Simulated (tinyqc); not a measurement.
# From conductance G back to temperature T

Model: phonon transmission through an interface between two chains by Green functions. Computed by tinyqc, a small Python program. Command: `OMP_NUM_THREADS=1 python tinyqc.py 3030942 3030943 out.jsonl agf inv`. One thread of a shared host (Intel(R) Xeon(R) Processor @ 2.30GHz), about 0.04 s of CPU time with the checks.

Two semi-infinite chains (masses m_1, m_2; springs k_1, k_2), motion along the chain. The central region holds the end atom of each chain and one interlayer atom of mass m_b, joined by springs k_b. lambda = omega^2 in eV/(angstrom^2 u); nu = 15.6333042 THz x sqrt(lambda).

Inputs (values chosen for the exercise, for two model chains):

| quantity | value | unit |
|---|---|---|
| mass m_1 | 17.9 | u |
| spring k_1 | 8.03 | eV/angstrom^2 |
| mass m_2 | 15.9 | u |
| spring k_2 | 8.43 | eV/angstrom^2 |
| junction spring k_b | 1.3 | eV/angstrom^2 |
| interlayer mass m_b | 21.9 | u |
| probe frequency / lower band top | 0.32 | - |

Atoms in the interlayer: one.

Constants: nu for 1 eV/(angstrom^2 u) = 15.6333042 THz; h x 1 THz = 4.135667696 meV; k_B = 8.617333262e-05 eV/K; k_B = 1.380649e-23 J/K; h = 6.62607015e-34 J s.

Method:
- nu_max = 15.6333042 THz x 2 sqrt(k/m); impedance Z = sqrt(k m); long-wave transmission 4 Z_1 Z_2/(Z_1 + Z_2)^2; the probe frequency is the given share of the lower band top.
- In chain i, sin(q_i a/2) = nu/nu_max,i. An outgoing wave makes the next atom move as exp(i q_i a) times the end atom, so the lead adds the self-energy Sigma_i = -k_i exp(i q_i a) to the force-constant matrix; Gamma_i = -2 Im Sigma_i = 2 k_i sin(q_i a).
- A = lambda M - K - Sigma over the central atoms, with K_ii the sum of the springs at i, K_(i,i+1) = -k_b; G = inverse of A; transmission = Gamma_1 Gamma_2 |G_(first,last)|^2.
- Landauer conductance G = k_B int tau(nu) x^2 e^x/(e^x - 1)^2 d nu, x = h nu/(k_B T), from 0 to the lower band top (240 Gauss-Legendre points in s from 0 to 1, nu = nu_top sin(pi s/2)); tau is the transmission, and its thermal mean is G over the value for tau = 1 in the same window; the quantum is g_0 = pi^2 k_B^2 T/(3 h).

Task: A run gave the result below. Find the temperature T, known to lie between 74 and 160 K.

conductance G = 49.98328 pW/K

Result:

Each step takes the trial c = (a f_b - b f_a)/(f_b - f_a), f being the result less the target and a, b, c the logarithms of the listed values; c replaces end b, the old b replaces a if the sign of f changed, and otherwise f_a is halved.

Scan of the range:

| temperature T (K) | conductance G (pW/K) |
|---|---|
| 74.0 | 44.0427 |
| 84.1 | 47.3038 |
| 95.7 | 50.3321 |
| 109.0 | 53.0526 |
| 124.0 | 55.3955 |
| 141.0 | 57.3822 |
| 160.0 | 59.0180 |

False position (Illinois rule, in the logarithm of the input) inside the bracket:

| step | end a | end b | trial | conductance G (pW/K) |
|---|---|---|---|---|
| 1 | 84.1000 | 95.7000 | 94.2860 | 49.9991 |
| 2 | 84.1000 | 94.2860 | 94.1606 | 49.9691 |
| 3 | 94.2860 | 94.1606 | 94.2200 | 49.9833 |
| 4 | 94.1606 | 94.2200 | 94.2200 | 49.9833 |

Conductance G rises at every point of a 13-point scan of the range (every second point is shown), so one value fits; it is bracketed by 84.1 and 95.7. Answer: temperature T = 94.22 K.
